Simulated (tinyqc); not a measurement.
Trench capacitor in an array: capacitance, non-linearity, leakage and relaxation: two steps of the calculation.

A film between two metal electrodes, each interface adding a series capacitance ci. The small-signal permittivity is ek (1 + aq E^2); the field is found with the linear permittivity. Leakage J = J0 sinh(E/Ef). After a voltage step the film passes a relaxation current kr C V tt^(-nr), tt being the time in seconds. The sidewall is a coaxial capacitor with radii a = dm/2 - t and b = dm/2, depth AR dm; the end face is left out.

Inputs (values chosen for the exercise); permittivity of the order of that of silicon nitride: relative permittivity of the film ek = 7.02; film thickness t = 19 nm; capacitance of each electrode interface (dead layer and screening) ci = 1000 uF/cm^2; quadratic field coefficient of the permittivity aq = 0.0033 cm^2/MV^2; bias V = 2.4 V; leakage prefactor J0 = 1.2e-10 A/cm^2; field for an e-fold rise of the leakage Ef = 0.26 MV/cm; diameter of the hole dm = 110 nm; aspect ratio, depth over diameter AR = 50; pitch of the square array pt = 240 nm; resistivity of the inner electrode rho = 490 uohm cm.

Constants: eps0 = 8.8541878128e-14 F/cm where lengths are in cm. Results are converted to the units shown.

Problem 1. Planar capacitance, field and non-linearity. Planar film: Cf = eps0 ek/t, 1/C = 1/Cf + 2/ci, EOT = 3.9 eps0/C, effective permittivity C t/eps0, E = (V/t) C/Cf; quadratic coefficient [C(V)/C - 1]/V^2 with Cf (1 + aq E^2) in C(V).

Find: Cf; C; EOT; effective permittivity; E; quadratic coefficient; J.

Solution 1.

Cf = 0.32714 uF/cm^2
C = 0.32693 uF/cm^2
EOT = 10.562 nm
effective permittivity = 7.0154
E = 1.2623 MV/cm
quadratic coefficient = 912.33 ppm/V^2
J = 7.7033e-9 A/cm^2

The interfaces take 0.0654 % of the voltage.

Problem 2. Cell capacitance, fields and time constant. Per length 1/c = ln(b/a)/(2 pi eps0 ek) + (1/a + 1/b)/(2 pi ci); cell capacitance c AR dm; per footprint over pt^2; fields c V/(2 pi eps0 ek r) at r = a and b; resistance of the inner electrode rho AR dm/(pi a^2); time constant R C/3 of the distributed line.

Find: a; b; cell capacitance; capacitance per footprint; field at a; field at b; R; R C/3.

Solution 2.

a = 36.000 nm
b = 55.000 nm
cell capacitance = 5.0648 fF
capacitance per footprint = 8.7930 uF/cm^2
field at a = 1.5720 MV/cm
field at b = 1.0289 MV/cm
R = 6.6192 kohm
R C/3 = 11.175 ps

The array gives 26.9 times the planar capacitance per footprint; curvature makes the field at the inner electrode 1.25 times the planar value.

tinyqc, about 0.01 s, one thread, Intel Xeon 2.30GHz (shared host): `OMP_NUM_THREADS=1 python tinyqc.py 2102002 2102003 out.jsonl`
